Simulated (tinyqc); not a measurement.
# Gate voltage from the surface potential

Inverse problem. At the source end, Vgs + Vsb - Vfb - psi = gamma sqrt(G), G = psi - Vt + Vt exp((psi - 2 phiF - Vsb)/Vt), and the voltage over the insulator is gamma sqrt(G). Find that voltage and Vgs.

Values chosen for this exercise: temperature T = 293 K; flat-band voltage Vfb = -0.7 V; source-body reverse bias Vsb = 2 V.

Constants: q = 1.602176634e-19 C, kB = 1.380649e-23 J/K, Vt = kB T/q. Results are converted to the units shown.

psi = 2.9181721 V
phiF = 0.41168484 V
gamma = 1.9929968 V^0.5

Solution. In this direction the relation is explicit: no iteration is needed.

voltage over the insulator = 3.972 V
Vgs = 4.190 V

Program tinyqc, `OMP_NUM_THREADS=1 python tinyqc.py 2360026 2360027 out.jsonl`; Intel Xeon 2.30GHz, shared host, one thread, about 0.04 s.
